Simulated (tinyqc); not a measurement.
Inside a calculation. Method: extended Hueckel theory, for H4-. The parameters take no account of the charge, which enters only through the electron count, and nothing here shows that the anion is bound. Computed by tinyqc, a small Python program that keeps every step (integrals from PySCF). Settings: charge = -1, K = 2.0, weighted = 1, multiplicity = 2. Command: `OMP_NUM_THREADS=1 python tinyqc.py 30041 30042 out.jsonl` (the two numbers bound the seeds that draw the settings). One thread of a shared host (Intel(R) Xeon(R) Processor @ 2.60GHz), about 0.01 s of CPU time with the checks.

## Overlaps

Geometry (angstrom):
```
atom,x,y,z
H,0.0000,0.0000,0.0000
H,0.0000,0.0000,0.7170
H,0.0000,0.0000,1.9540
H,0.0000,0.0000,2.6710
```

Parameters chosen for this run:
```
element,shell,Slater exponent,H_ii (eV)
H,1s,1.3000,-13.6000
```

Slater orbitals, each expanded in six Gaussians scaled to its exponent.

overlap S, lower triangle:
```
,1H 1s,2H 1s,3H 1s,4H 1s
1H 1s,1.0000
2H 1s,0.6521,1.0000
3H 1s,0.1109,0.3408,1.0000
4H 1s,0.0310,0.1109,0.6521,1.0000
```

## Wolfsberg-Helmholz matrix

diagonal H_ii (eV): 1H 1s -13.6000, 2H 1s -13.6000, 3H 1s -13.6000, 4H 1s -13.6000

K = 2.0000

H_ij = K' S_ij (H_ii + H_jj)/2 for i != j (the diagonal keeps H_ii), with K' = K + D^2 + D^4 (1 - K), D = (H_ii - H_jj)/(H_ii + H_jj), K = 2.

H (eV), lower triangle:
```
,1H 1s,2H 1s,3H 1s,4H 1s
1H 1s,-13.6000
2H 1s,-17.7369,-13.6000
3H 1s,-3.0166,-9.2705,-13.6000
4H 1s,-0.8428,-3.0166,-17.7369,-13.6000
```

## Orbitals

valence electrons = 5

Solve H C = S C e through S^(-1/2); fill by pairs from the bottom, a degenerate level sharing its electrons equally; each orbital has its largest coefficient positive (the first on a tie).

orbital energies (eV): -20.2770  -17.3236  6.1870  26.9473

occupations: 2.0000  2.0000  1.0000  0.0000

coefficients:
```
,MO1,MO2,MO3,MO4
1H 1s,0.3193,0.4812,0.8578,-0.8494
2H 1s,0.3906,0.3628,-0.7011,1.1266
3H 1s,0.3906,-0.3628,-0.7011,-1.1266
4H 1s,0.3193,-0.4812,0.8578,0.8494
```

sum of one-electron energies = -69.0142 eV

## Mulliken analysis

P = C n C^T; charge = valence electrons (H 1) minus the sum of (P S)_ii on the atom; overlap population = 2 sum P_ij S_ij between two atoms.

charges: 1H -0.3379, 2H -0.1621, 3H -0.1621, 4H -0.3379

Overlap populations:
```
pair,value
2-1,-0.003841
3-1,-0.155510
3-2,0.363732
4-1,0.029543
4-2,-0.155510
4-3,-0.003841
```
